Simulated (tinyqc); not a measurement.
## Schottky barrier on an n-type semiconductor with a doping step, non-linear Poisson equation by Newton steps: Capacitance-voltage profiling

One dimension, metal at x = 0, donor density C(x) = N1 for x < x1 and Nd beyond. Energies are counted from the electron Fermi level of the semiconductor and the conduction-band edge is Ec = -psi, so n = Nc exp(psi/Vt); holes follow the Fermi level of the metal, at -V, so p = Nv exp((V - psi - Eg)/Vt). Ends: psi(0) = V - phiB and psi = Vt ln(Nd/Nc) deep inside. Boltzmann statistics, full ionisation, no current, no image force in the Poisson equation.

The Poisson equation d/dx(eps0 eps_r dpsi/dx) = -q (p - n + C) is solved on a mesh of about 1000 nodes or more that ends in neutral material. C_s = q d/dV of the integral of n over x, from the linearised equation. Probed depth w = eps0 eps_r/C_s; apparent doping N_app = C_s^3/(q eps0 eps_r dC_s/dV), the derivative by central differences over +/- 0.02 V.

Parameters, values chosen for the exercise; band and dielectric values close to those of In0.53Ga0.47As:
- T = 300 K (temperature)
- Eg = 0.729 eV (band gap)
- eps_r = 13.9 (relative permittivity)
- Nc = 2.11e17 cm^-3 (conduction-band density of states at T)
- Nv = 7.78e18 cm^-3 (valence-band density of states at T)
- Nd = 1e16 cm^-3 (donor density deep in the semiconductor)
- phiB = 0.51 eV (barrier height)
- x1 = 270 nm (depth of the doping step)
- N1 = 1e15 cm^-3 (donor density above the step)

Constants: q = 1.602176634e-19 C, kB = 1.380649e-23 J/K, Vt = kB T/q, eps0 = 8.8541878128e-14 F/cm where lengths are in cm. Results are converted to the units shown.

The same in every row: true C(w) (cm^-3) = 1.00e16.

Capacitance-voltage profiling:

| V (V) | C_s (nF/cm^2) | w (nm) | N_app (cm^-3) | \|E_0\| (kV/cm) |
|---|---|---|---|---|
| 0 | 34.7 | 355 | 8.95e15 | 15.3 |
| -1 | 23.2 | 531 | 9.99e15 | 37.6 |
| -2 | 18.7 | 660 | 1.00e16 | 54.3 |
| -3 | 16.0 | 767 | 1.00e16 | 68.3 |
| -4 | 14.3 | 862 | 1.00e16 | 80.6 |
| -5 | 13.0 | 947 | 1.00e16 | 91.7 |
| -6 | 12.0 | 1.02e3 | 1.00e16 | 102 |
| -7 | 11.2 | 1.10e3 | 1.00e16 | 111 |
| -8 | 10.6 | 1.16e3 | 1.00e16 | 120 |

C_s falls from 34.7 to 10.6 nF/cm^2 while the probed depth goes from 355 to 1160 nm. The apparent doping rises from 8.95e15 to 1.00e16 cm^-3. It departs most from the true doping at that depth for V = 0 V, where it is 10 % below it; the method senses the electrons at the edge of the depleted layer, which are smeared over a few Debye lengths (LD = 45 nm at Nd), so it cannot follow a doping that changes on that scale.

Numbers from tinyqc (`OMP_NUM_THREADS=1 python tinyqc.py 2020073 2020074 out.jsonl`; about 0.07 s on one thread of a shared Intel Xeon 2.30GHz).
